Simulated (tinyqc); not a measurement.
# Worked calculation: on-chip interconnect, size-dependent resistivity and RC delay

Program tinyqc, `OMP_NUM_THREADS=1 python tinyqc.py 2100095 2100096 out.jsonl`; Intel Xeon 2.30GHz, shared host, one thread, about 0.01 s. Printed values are rounded.

A rectangular line between two neighbours and two ground planes. Surface and grain-boundary scattering are added to the bulk resistivity as corrections; capacitances are parallel-plate values without fringing; inductance is ignored.

Inputs (values chosen for the exercise); metal values close to those of copper:
- rho0 = 1.67 uohm cm (bulk resistivity)
- lam = 40.2 nm (bulk mean free path)
- ps = 0 (specular share of surface scattering)
- Rg = 0.34 (reflection coefficient of grain boundaries)
- gr = 1 (grain size over the metal width)
- wd = 11 nm (drawn line width)
- AR = 1.7 (aspect ratio, height over width)
- tl = 2.1 nm (liner on both walls and the bottom, not conducting)
- sp = 22 nm (space to the neighbouring lines)
- hd = 19 nm (dielectric height to the planes above and below)
- ek = 2.5 (relative permittivity of the dielectric)
- Mf = 0 (Miller factor of the neighbours)
- Lw = 25 um (line length)
- Rd = 380 ohm (driver resistance)
- Cl = 0.13 fF (load capacitance)
- dt = 3 ps (time step)

Constants: eps0 = 8.8541878128e-12 F/m. Results are converted to the units shown.

Range of the model: The metal width is under the mean free path, where the thick-limit surface term and the simple sum of corrections lose accuracy.

## Resistivity, resistance and capacitance per length

Metal width x = wd - 2 tl, height y = AR wd - tl; grain boundaries (Mayadas-Shatzkes): al = (lam/(gr x)) Rg/(1 - Rg), g = 1/[1 - 3 al/2 + 3 al^2 - 3 al^3 ln(1 + 1/al)] - 1; surfaces (Fuchs-Sondheimer, thick limit): s = (3/8) lam (1 - ps)(1/x + 1/y); rho = rho0 (1 + g + s); r = rho/(x y); c = eps0 ek (2 wd/hd + 2 Mf AR wd/sp).

x = 6.8 nm
y = 16.6 nm
al = 3.04545
g = 4.11756
s = 3.12504
rho = 13.7652 uohm cm
r = 1219.45 ohm/um
c = 0.0256305 fF/um

rho is 8.24 times the bulk value; grain boundaries add more (4.12 against 3.13). The liner takes 45.1 % of the cross-section.

## Ladder and Elmore delays

6 equal pi sections: series Rs = r Lw/6; node capacitances c Lw/6, halved at nodes 0 and 6, with Cl added to node 6; Rd feeds node 0. Elmore delay of node k: the sum, over the resistors on the path to k, of resistance times all capacitance downstream of it.

Rs = 5081.04 ohm
C, node 0 to 6 (fF): [0.0533970, 0.106794, 0.106794, 0.106794, 0.106794, 0.106794, 0.183397]
Elmore delay, node 0 to 6 (ps): [0.292890, 3.93786, 7.04021, 9.59993, 11.6170, 13.0915, 14.0233]

The far-end value equals Rd (c Lw + Cl) + r Lw (c Lw/2 + Cl) for any number of pi sections; the line resistance contributes 97.9 % of it.

## Step 1: node voltages after a time step

v at t = 0, node 0 to 6 (V): [0, 0, 0, 0, 0, 0, 0]

A 1 V step is applied behind Rd at t = 0. C dv/dt = -G v + b, with G the conductance matrix of the ladder (1/Rs between neighbours, 1/Rd added at node 0) and b = (1 V/Rd, 0, ...). Backward Euler step: (C/dt + G) v(new) = (C/dt) v + b.

v at t = 1 dt, node 0 to 6 (V): [0.968632, 0.636806, 0.420162, 0.279515, 0.189426, 0.133598, 0.101935]

## Step 2: node voltages after a time step

As before.

v at t = 2 dt, node 0 to 6 (V): [0.984877, 0.784129, 0.610029, 0.470271, 0.365015, 0.291520, 0.246588]

## Course in time

A 1 V step is applied behind Rd at t = 0. C dv/dt = -G v + b, with G the conductance matrix of the ladder (1/Rs between neighbours, 1/Rd added at node 0) and b = (1 V/Rd, 0, ...). Backward Euler step: (C/dt + G) v(new) = (C/dt) v + b. The last column solves the same ladder exactly by its modes.

Voltages (V):
```
t (ps)  node 0  node 3  node 6  node 6, exact
3.000   0.9686  0.2795  0.1019         0.0774
6.000   0.9849  0.4703  0.2466         0.2655
9.000   0.9891  0.5941  0.3876         0.4300
12.00   0.9916  0.6820  0.5087         0.5590
15.00   0.9934  0.7486  0.6079         0.6590
18.00   0.9948  0.8005  0.6878         0.7363
21.00   0.9959  0.8414  0.7515         0.7961
24.00   0.9967  0.8739  0.8023         0.8424
27.00   0.9974  0.8997  0.8427         0.8781
30.00   0.9979  0.9202  0.8749         0.9057
33.00   0.9983  0.9365  0.9005         0.9271
36.00   0.9987  0.9495  0.9208         0.9436
```

The far end of the ladder reaches 0.5 V at 10.53 ps, 0.751 of its Elmore delay (ln 2 = 0.693 for a single pole); the slowest mode has a time constant of 11.67 ps. The largest error of the backward Euler steps at that node is 51 mV.
